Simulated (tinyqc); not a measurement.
Resistance of a tapered via with liner, size effect and interface: two steps of the calculation.

A round via whose diameter grows from db at the bottom as D(z) = db + 2 z/tan(ang). The fill, of diameter D - 2 tl, starts above the bottom liner (thickness fb tl) and has rho = rho0 (1 + ks lam/(D - 2 tl)); the sidewall liner conducts in parallel with it. The bottom liner and the interface are crossed over the full area pi db^2/4. Spreading in the lines above and below is left out.

Parameters, values chosen for the exercise; fill metal close to ruthenium: diameter at the bottom db = 12 nm; height hv = 27 nm; sidewall angle ang = 88 degrees; bulk resistivity of the fill rho0 = 7.84 uohm cm; mean free path of the fill lam = 6.55 nm; size-effect factor ks = 1.2; liner on the sidewall tl = 0.6 nm; liner at the bottom over that on the sidewall fb = 0.5; resistivity of the liner rl = 280 uohm cm; interface resistivity at the bottom ri = 2e-12 ohm cm^2; ballistic conductance per area, about 3/(4 rho0 lam) Sb = 1.5e15 S/m^2.

Problem 1. Slices of the via. Slices between z0 = fb tl and hv, evaluated at their midpoints: conductance per length pi/4 [(D - 2 tl)^2/rho + (D^2 - (D - 2 tl)^2)/rl], slice resistance = slice height over that. 6 slices.

Wanted: z; D; rho; slice resistance.

Solution 1.

z, slice 0 to 5 (nm): [2.5250, 6.9750, 11.425, 15.875, 20.325, 24.775]
D, slice 0 to 5 (nm): [12.176, 12.487, 12.798, 13.109, 13.420, 13.730]
rho, slice 0 to 5 (uohm cm): [13.454, 13.300, 13.153, 13.015, 12.883, 12.758]
slice resistance, slice 0 to 5 (ohm): [6.2578, 5.8525, 5.4843, 5.1489, 4.8426, 4.5622]

Problem 2. Total resistance. R_fill = sum of the slices; R_bottom = rl fb tl/(pi db^2/4); R_interface = ri/(pi db^2/4); ballistic (Sharvin) limit 1/(Sb pi (db - 2 tl)^2/4); ideal cylinder rho0 hv/(pi db^2/4).

slice resistance, slice 0 to 5 (ohm): [6.2578238, 5.8525206, 5.4843220, 5.1489178, 4.8425973, 4.5621530]

Give: parts; R; shares; ballistic limit; ideal cylinder.

Solution 2.

parts (ohm): fill 32.148, bottom liner 7.4272, interface 1.7684
R = 41.344 ohm
shares (%): fill 77.758, bottom liner 17.964, interface 4.277
ballistic limit = 7.2773 ohm
ideal cylinder = 18.717 ohm

The fill is the largest part, and R is 2.21 times the ideal cylinder. With 2000 slices R = 41.352 ohm.

Computed by the program tinyqc: `OMP_NUM_THREADS=1 python tinyqc.py 2750026 2750027 out.jsonl`, one thread of a shared Intel Xeon 2.30GHz, about 0.01 s for the whole run.
